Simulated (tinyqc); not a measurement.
## Elastic trap-assisted tunnelling through a dielectric: effect of the thickness at fixed voltage

Emitter at x = 0 (Fermi level 0), collector at x = t (Fermi level -V), band edge U(x) = phi - F x, F = V/t. A trap at x has the energy E = U(x) - Et. With G(u) = (4/(3 F)) sqrt(mo/C) max(u, 0)^1.5, C = hbar^2/(2 m0): S1 = G(phi - E) - G(Et), S2 = G(Et) - G(phi - V - E), T1,2 = exp(-S1,2). The steady rate through one trap is nu T1 T2 (f1 - f2)/(T1 + T2), f1 = f(E), f2 = f(E + V), f(y) = 1/(1 + exp(y/Vt)); both contacts offer states at E.

J = q Nt times the integral of the rate over x. Direct S = (4/(3 F)) sqrt(mo/C) [phi^1.5 - max(phi - V, 0)^1.5].

Values chosen for this exercise; dielectric values close to those of silicon dioxide: temperature T = 350 K; barrier above the emitter Fermi level phi = 3.1 eV; tunnelling mass mo = 0.48 m0; trap depth below the band edge of the dielectric Et = 2.51 eV; trap density Nt = 6.1e18 cm^-3; attempt frequency nu = 1e14 1/s; voltage V = 3.04 V.

Constants: q = 1.602176634e-19 C, kB = 1.380649e-23 J/K, hbar = 1.054571817e-34 J s, m0 = 9.1093837015e-31 kg, Vt = kB T/q, hbar^2/(2 m0) = 0.0380998212 eV nm^2. Results are converted to the units shown.

Result of one run:
```
t (nm)	J (A/cm^2)	x of the peak over t	larger S there	direct S
7.3	5.78e-11	0.409	38.3	61.9
```

What becomes of these results when the thickness t is changed from 7.3 to 3 nm, all else the same?

Result of the changed run:
```
t (nm)	J (A/cm^2)	x of the peak over t	larger S there	direct S
3	0.328	0.401	15.9	25.4
```

The whole series:
```
t (nm)	J (A/cm^2)	x of the peak over t	larger S there	direct S
3	0.328	0.401	15.9	25.4
3.9	0.00300	0.404	20.6	33.0
4.7	4.60e-5	0.406	24.8	39.8
5.6	4.16e-7	0.408	29.5	47.5
6.4	6.37e-9	0.409	33.6	54.2
7.3	5.78e-11	0.409	38.3	61.9
8.1	8.87e-13	0.410	42.5	68.6
9	8.08e-15	0.411	47.2	76.3
```

J falls from 0.328 to 8.08e-15 A/cm^2, on average 2.27 decades a nanometre, against 3.68 for the direct exponent: trap-assisted leakage falls more slowly, so it gains on direct tunnelling as the layer thickens.

Range of the model: Phonon-assisted (inelastic) capture, chains of traps and a spread of trap depths are left out.

Numbers from tinyqc (`OMP_NUM_THREADS=1 python tinyqc.py 2370023 2370024 out.jsonl`; about 0.05 s on one thread of a shared Intel Xeon 2.30GHz).
